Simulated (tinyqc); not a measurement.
Etch lag against aspect ratio: ion-assisted plasma etching: sheath, surface coverage, synergy and aspect-ratio dependence. Computed by tinyqc, a small Python program. Command: `OMP_NUM_THREADS=1 python tinyqc.py 3014529 3014530 out.jsonl etch walk`. One thread of a shared host (Intel(R) Xeon(R) Processor @ 2.30GHz), about 0.06 s of CPU time with the checks.

Radicals adsorb on bare sites; ions remove covered sites with a high yield and bare sites by sputtering; a slow spontaneous reaction acts everywhere, walls included.

Inputs (values chosen for the exercise, close to those used for silicon in a halogen plasma):

| quantity | value | unit |
|---|---|---|
| plasma density n_e | 3.3e+11 | 1/cm^3 |
| electron temperature T_e | 3.3 | eV |
| ion mass M_i | 80 | u |
| sheath voltage V | 500 | V |
| radical density n | 5.9e+13 | 1/cm^3 |
| radical mass M_n | 80 | u |
| gas temperature T_g | 350 | K |
| sticking coefficient s | 0.16 | - |
| radicals per removed unit x | 2 | - |
| yield slope b | 0.14 | eV^(-1/2) |
| threshold E_th | 27 | eV |
| sputter slope b_p | 0.022 | eV^(-1/2) |
| sputter threshold E_p | 30 | eV |
| spontaneous reaction probability k_c | 0.00016 | - |
| solid density N | 5e+22 | 1/cm^3 |
| ion temperature T_i | 0.42 | eV |

Feature: round hole.

Constants: e = 1.602176634e-19 C; u = 1.6605390666e-27 kg; k_B = 1.380649e-23 J/K; eps_0 = 8.8541878128e-12 F/m.

Method:
- Bohm speed u_B = sqrt(e T_e/M_i); ion flux G_i = 0.61 n_e u_B; radical flux G_n = n c/4 with c = sqrt(8 k_B T_g/(pi M_n)).
- Debye length lambda_D = sqrt(eps_0 T_e/(e n_s)) with n_s = 0.61 n_e, T_e in volts; Child-law sheath d = (sqrt2/3) lambda_D (2 V/T_e)^(3/4); ion energy E = V + T_e/2; angular spread = arctan(sqrt(T_i/E)).
- Yields: Y = b (sqrt(E) - sqrt(E_th)) on covered sites, Y_p = b_p (sqrt(E) - sqrt(E_p)) on bare ones (zero below threshold).
- Steady coverage: s G_n (1 - theta) = x Y G_i theta; removal flux = Y G_i theta + Y_p G_i (1 - theta) + k_c G_n; rate = flux/N, 1 cm/s = 6e8 nm/min.
- Lateral rate = k_c G_n/N; anisotropy = 1 - lateral/vertical; synergy = vertical/(ions alone + radicals alone), with ions alone Y_p G_i/N and radicals alone the lateral rate.
- Transmission of a round hole: K = 1/(1 + 3A/4), walls that scatter diffusely without loss. With a loss probability S = s (1 - theta) at the floor, G_b/G_n = K/(K + S - K S); theta follows G_b, and the two are solved together. Ions are taken to reach the floor unshadowed; G_b replaces G_n in every term of the rate; A is depth over diameter.

yield Y = 2.40819

sputter yield Y_p = 0.372247

ion flux G_i = 4.01593e+16 1/(cm^2 s)

radical flux G_n = 4.48919e+17 1/(cm^2 s)

vertical rate = 445.937 nm/min

coverage theta = 0.270790

Floor of the feature:

| A | K | G_b/G_n | theta | rate (nm/min) | relative rate |
|---|---|---|---|---|---|
| 0.5 | 0.72727 | 0.95762 | 0.26232 | 437.59 | 0.98129 |
| 1.0 | 0.57143 | 0.91786 | 0.25420 | 429.59 | 0.96334 |
| 2.0 | 0.40000 | 0.84556 | 0.23896 | 414.58 | 0.92968 |
| 5.0 | 0.21053 | 0.67585 | 0.20062 | 376.81 | 0.84499 |
| 10.0 | 0.11765 | 0.49674 | 0.15574 | 332.62 | 0.74589 |
| 20.0 | 0.06250 | 0.31780 | 0.10556 | 283.23 | 0.63513 |
| 50.0 | 0.02597 | 0.14961 | 0.05263 | 231.16 | 0.51837 |
| 100.0 | 0.01316 | 0.07900 | 0.02850 | 207.42 | 0.46514 |

What does the comparison show, and why?

K falls by a factor 55.3 over the rows and the rate by 2.11. Among these rows the rate stays within 10 % of the open-field value up to A = 2, with an open-field coverage below one half; sputtering, which needs no radicals, carries much of the rate in the last rows. Caution: rows with A above about 1/(2 tan(ion spread)) or 1/sqrt(k_c), often 10 to 30, are formal: ion shadowing, radical loss on the walls, redeposition of sputtered material and, in fluorocarbon plasmas, polymer growth are left out and add to the lag.
